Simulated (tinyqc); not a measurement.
Electron continuity equation in a given potential, Scharfetter-Gummel discretisation: two steps of the calculation.

Steady state in one dimension: J = q mu n E + q D dn/dx with E = -dpsi/dx and D = mu Vt, dJ/dx = 0, fixed densities nL and nR at the ends. The potential is given, psi = 0 for x < L/2 and U (2 x/L - 1) beyond, and is not changed by the electrons.

Inputs (values chosen for the exercise); mobility close to that of cadmium telluride at room temperature: temperature T = 325 K; electron mobility mu = 992 cm^2/(V s); length of the region L = 13 um; density at x = 0 nL = 2e14 cm^-3; density at x = L nR = 0 cm^-3.

Constants: q = 1.602176634e-19 C, kB = 1.380649e-23 J/K, Vt = kB T/q. Results are converted to the units shown.

Question 1. Bernoulli factors. d_i = (psi_(i+1) - psi_i)/Vt; B(d) = d/(exp(d) - 1), B(0) = 1. The flux on interval i is J_i = (q D/h) [n_(i+1) B(d_i) - n_i B(-d_i)].

psi, node 0 to 9 (V): 0.00000000  0.00000000  0.00000000  0.00000000  0.00000000  -0.03666667  -0.11000000  -0.18333333  -0.25666667  -0.33000000

Find: d_i; B(d_i); B(-d_i).

Answer 1.

```
interval	d_i	B(d_i)	B(-d_i)
0	0.0000	1.0000	1.0000
1	0.0000	1.0000	1.0000
2	0.0000	1.0000	1.0000
3	0.0000	1.0000	1.0000
4	-1.3092	1.7935	0.48430
5	-2.6185	2.8244	0.20594
6	-2.6185	2.8244	0.20594
7	-2.6185	2.8244	0.20594
8	-2.6185	2.8244	0.20594
```

The largest |d_i| is 2.62, above 2, where central differences lose the sign pattern that keeps densities positive.

Question 2. Tridiagonal system for the inner nodes. Row i (1 to 8): B(-d_(i-1)) n_(i-1) + b_i n_i + B(d_i) n_(i+1) = f_i with b_i = -B(-d_i) - B(d_(i-1)) and f_i = 0; the known end values are moved to the right: f_1 loses B(-d_0) nL and f_8 loses B(d_8) nR. h = L/9, D = mu Vt.

```
interval	B(d_i)	B(-d_i)
0	1	1
1	1	1
2	1	1
3	1	1
4	1.7935327	0.48430497
5	2.8243974	0.20594208
6	2.8243974	0.20594208
7	2.8243974	0.20594208
8	2.8243974	0.20594208
```

Find: diagonal b; right side f.

Answer 2.

```
node	diagonal b	right side f (cm^-3)
1	-2.0000	-2.0000e14
2	-2.0000	0
3	-2.0000	0
4	-1.4843	0
5	-1.9995	0
6	-3.0303	0
7	-3.0303	0
8	-3.0303	0
```

Program tinyqc, `OMP_NUM_THREADS=1 python tinyqc.py 2220129 2220130 out.jsonl`; Intel Xeon 2.30GHz, shared host, one thread, about 0.01 s.
